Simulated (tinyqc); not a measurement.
# Changing the HCl added

Model: speciation in dilute and buffered hydrofluoric acid, oxide etch rate and bath loading. Computed by tinyqc, a small Python program. Command: `OMP_NUM_THREADS=1 python tinyqc.py 3120112 3120113 out.jsonl hfetch sweep`. One thread of a shared host (Intel(R) Xeon(R) Processor @ 2.30GHz), about 0.01 s of CPU time with the checks.

Concentrations stand for activities, NH4+ and Cl- are spectators, and water ionisation is neglected. H, F and HF2 denote the ions H+, F- and HF2-. The base temperature is 298 K.

Inputs (values chosen for the exercise, of the order of those for thermal oxide at room temperature):
```
quantity                            value            unit
HF added                              1.4           mol/L
NH4F added                            2.7           mol/L
K1 = [H][F]/[HF]                 0.000698           mol/L
K2 = [HF2]/([HF][F])                 3.79           L/mol
K3 = [H2F2]/[HF]^2                   2.41           L/mol
rate constant of neutral HF k_a        14  nm L/(min mol)
rate constant of HF2 k_b               45  nm L/(min mol)
activation energy                    0.41              eV
temperature error                     2.2               K
oxide removed per wafer               3.3              nm
```

Constants: k_B = 8.617333262e-05 eV/K.

Method:
- Fluoride balance: [HF] + [F] + 2 [HF2] + 2 [H2F2] = HF added + NH4F added. Acid balance: [H] + [HF] + [HF2] + 2 [H2F2] = HF added + HCl added. For a trial [H], [HF] = [H][F]/K1, and the fluoride balance is a quadratic in [F].
- The root is refined to 1e-13 in pH = -log10 [H].
- Rate = k_a ([HF] + 2 [H2F2]) + k_b [HF2], an empirical two-term form.
- Time = oxide/rate; a temperature error changes the rate by exp((E_a/k_B)(1/298 - 1/(298 + error))) - 1.

One run for each value:
```
HCl added (mol/L)  etch rate (nm/min)      pH  [HF2] (mol/L)  share of HF2 in the rate (%)
0.001                          53.014  4.1223         1.0775                        91.458
0.0026                         53.057  4.1208         1.0781                        91.440
0.0067                         53.166  4.1170         1.0798                        91.394
0.017                          53.438  4.1076         1.0839                        91.276
0.045                          54.164  4.0820         1.0947                        90.947
0.12                           56.000  4.0143         1.1200                        90.003
0.3                            59.751  3.8575         1.1598                        87.346
0.77                           65.393  3.4888         1.1296                        77.733
2                              63.239  2.6191         0.5056                        35.976
```

Over the rows, etch rate (nm/min) goes from 53.0 through a maximum among these rows, 65.4 at 0.770, to 63.2; pH falls from 4.12 to 2.62; [HF2] (mol/L) goes from 1.08 through a maximum among these rows, 1.16 at 0.300, to 0.506.

Caution (all rows): at ionic strengths above about 0.5 mol/L activities differ much from concentrations, so pH and rates are only indicative.

Extremes, crossings and ranges named in words are read from the listed rows.
